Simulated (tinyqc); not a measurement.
Grain-boundary trapping model (Seto) of a polycrystalline semiconductor film: one step, computed by the program tinyqc.

Grains of equal size L are joined by thin boundaries with one trap level. Trapped carriers deplete a width W on each side and raise a barrier, crossed by thermionic emission. Dopants are fully ionised, statistics are non-degenerate and mu_g does not depend on T.

Problem. Barrier. N_c(T) = N_c (T/300 K)^(3/2). Filled traps Q = Q_t/(1 + (1/2) exp((E_t* - E_F)/k_B T)), where E_t* = e V_B - E_t and E_F are counted from the band edge at the grain centre. Partial depletion: Q = 2 N W, V_B = e N W^2/(2 eps eps_0), E_F = k_B T ln(N/N_c); solve for W. If that W would exceed L/2 the grain is fully depleted: W = L/2, Q = N L, and E_F follows from the trap equation. Centre density n_0 = N_c exp(E_F/k_B T).

Inputs (values chosen for the exercise, modelled on polycrystalline ZnO):

| quantity | value | unit |
|---|---|---|
| permittivity eps | 8.3 | - |
| effective density of states at 300 K, N_c | 3.5e+18 | 1/cm^3 |
| grain size L | 200 | nm |
| trap density Q_t | 1.6e+12 | 1/cm^2 |
| trap level E_t below the band edge | 0.27 | eV |
| doping N | 6.4e+16 | 1/cm^3 |
| temperature T | 400 | K |

Grain interior: resistance included.

Constants: k_B = 8.617333262e-05 eV/K; e = 1.602176634e-19 C; eps_0 = 8.8541878128e-12 F/m.

Give: depletion width W; barrier V_B; E_F; centre density n_0.

Solution.

depletion width W = 47.57 nm

barrier V_B = 0.1579 V

E_F = -0.1528 eV

centre density n_0 = 6.40e+16 1/cm^3

The grain is partly depleted; 38.1 % of the traps are filled, and they hold 47.6 % of the carriers.
